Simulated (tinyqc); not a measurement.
# Lossy on-chip transmission line with skin effect: effect of the loss tangent

A uniform line in a homogeneous dielectric: c = sqrt(er)/(c0 Z0), l = Z0 sqrt(er)/c0 (c0 = 299792458 m/s), g = w c td, w = 2 pi f. The resistance joins its limits as r = sqrt(r_dc^2 + r_hf^2), with r_dc = rho/(wd th), r_hf = kr rho/(2 delta (wd + th)), delta = sqrt(rho/(pi f mu0)), mu0 = 4 pi 1e-7 H/m; this is an interpolation, and internal inductance, up to 0.05 nH/mm at low frequency, is neglected.

gamma = sqrt((r + i w l)(g + i w c)) = alpha + i beta, Zc = sqrt((r + i w l)/(g + i w c)), roots with positive real part; loss 8.685889638 alpha in dB; phase velocity w/beta. ZL = 1/(1/RL + i w CL); reflection (ZL - Zc)/(ZL + Zc); Zin = Zc (ZL + Zc tanh(gamma len))/(Zc + ZL tanh(gamma len)); H = V_load/V_source = [Zin/(Zin + Rg)]/[cosh(gamma len) + (Zc/ZL) sinh(gamma len)].

Inputs (values chosen for the exercise):
```
symbol,value,unit,meaning
wd,5.6,um,width of the strip
th,1.6,um,thickness of the strip
rho,2.2,uohm cm,resistivity
er,2.7,,relative permittivity
Z0,45,ohm,lossless impedance sqrt(l/c)
kr,2,,factor for crowding and the return path
len,1.1,mm,length
Rg,50,ohm,source resistance
RL,1000,ohm,load resistance
CL,100,fF,load capacitance
f,0.33,GHz,frequency
```

The same in every row: r (ohm/mm) = 2.5655; r/(w l) = 5.0165.

Effect of the loss tangent:

| td | loss (dB/mm) | \|Zc\| (ohm) | phase velocity over c0 | length in wavelengths | \|H\| (dB) |
|---|---|---|---|---|---|
| 0 | 0.14160 | 101.78 | 0.34804 | 0.0034790 | -0.44802 |
| 0.001 | 0.14168 | 101.78 | 0.34818 | 0.0034776 | -0.44814 |
| 0.002 | 0.14177 | 101.78 | 0.34832 | 0.0034762 | -0.44826 |
| 0.005 | 0.14203 | 101.77 | 0.34875 | 0.0034719 | -0.44861 |
| 0.01 | 0.14246 | 101.77 | 0.34947 | 0.0034648 | -0.44920 |
| 0.02 | 0.14333 | 101.77 | 0.35090 | 0.0034507 | -0.45038 |
| 0.04 | 0.14508 | 101.73 | 0.35377 | 0.0034227 | -0.45274 |

As td goes from 0 to 0.04, the loss rises from 0.142 to 0.145 dB/mm, |Zc| stays near 102 ohm and |H| goes from -0.448 to -0.453 dB, with its highest value among the rows, -0.448 dB, at td = 0. In the low-loss estimate the dielectric part g Z0/2 equals the conductor part r/(2 Z0) at td = 5.02.

Program tinyqc, `OMP_NUM_THREADS=1 python tinyqc.py 2810207 2810208 out.jsonl`; Intel Xeon 2.30GHz, shared host, one thread, about 0.01 s.
